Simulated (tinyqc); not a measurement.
# Changing the compound yield Y_c

Model: Berg model of reactive sputtering of a nitride or oxide: poisoning, hysteresis and pumping speed. Computed by tinyqc, a small Python program. Command: `OMP_NUM_THREADS=1 python tinyqc.py 3004804 3004805 out.jsonl berg sweep`. One thread of a shared host (Intel(R) Xeon(R) Processor @ 2.30GHz), about 0.03 s of CPU time with the checks.

A diatomic gas reacts with bare metal on the target and on the collecting surfaces; ions remove metal and compound from the target. theta_t and theta_c are the compound fractions.

Inputs (values chosen for the exercise, close to those used for titanium nitride):
```
quantity                         value     unit
ion current density J               13  mA/cm^2
target area A_t                    190     cm^2
collecting area A_c               2400     cm^2
metal yield Y_m                   0.45        -
sticking coefficient alpha        0.25        -
reactive atoms per metal atom z      1        -
gas mass M                          28        u
pumping speed S                     50      l/s
gas temperature T                  300        K
reactive partial pressure P       0.04       Pa
```

Constants: e = 1.602176634e-19 C; u = 1.6605390666e-27 kg; k_B = 1.380649e-23 J/K.

Method. Ion flux j = J/e; gas flux F = P/sqrt(2 pi M k_B T). Target: (2/z) alpha F (1 - theta_t) = j Y_c theta_t. Sputtered flows F_c = j Y_c theta_t A_t, F_m = j Y_m (1 - theta_t) A_t. Collector: (2/z) alpha F (1 - theta_c) A_c + F_c (1 - theta_c) = F_m theta_c. Gas use Q = alpha F [(1 - theta_t) A_t + (1 - theta_c) A_c] + P S/(k_B T); 1 sccm = 4.4780e17 molecules/s. Rate R = F_m + F_c, given relative to j Y_m A_t. P is a single-valued function of the flow Q only if dQ/dP > 0 everywhere: S must exceed k_B T times the steepest fall of the surface terms with P.

One run for each value; columns: (1) compound yield Y_c; (2) critical pumping speed (l/s); (3) rate relative to clean metal; (4) theta_t; (5) pressure of the steepest fall (Pa):
```
(1)       (2)      (3)      (4)       (5)
0.013  512.30  0.04638  0.98198  0.002285
0.021  440.97  0.07411  0.97122  0.002986
0.049  301.66  0.16652  0.93532  0.004935
0.075  228.97  0.24643  0.90429  0.006507
0.110  164.77  0.34597  0.86562  0.008556
0.180   87.93  0.52154  0.79743  0.013010
0.270   34.57  0.71036  0.72410  0.021151
```

Give the missing row, compound yield Y_c = 0.032.

Computed row; columns: (1) compound yield Y_c; (2) critical pumping speed (l/s); (3) rate relative to clean metal; (4) theta_t; (5) pressure of the steepest fall (Pa):
```
(1)       (2)      (3)      (4)       (5)
0.032  373.30  0.11125  0.95679  0.003810
```

Interpolating between the two neighbouring rows (the first column on a logarithmic scale, the others too where they are positive) misses most in critical pumping speed (l/s), by 2.2 %. Over the rows, critical pumping speed (l/s) falls from 512 to 34.6 (exponent d ln y / d ln x -0.31 between the first rows and -2.3 between the last); rate relative to clean metal rises from 0.0464 to 0.710 (exponent d ln y / d ln x 0.98 between the first rows and 0.76 between the last); theta_t falls from 0.982 to 0.724 (exponent d ln y / d ln x -0.023 between the first rows and -0.24 between the last). The closer Y_c comes to Y_m, the less poisoning changes the metal supply.
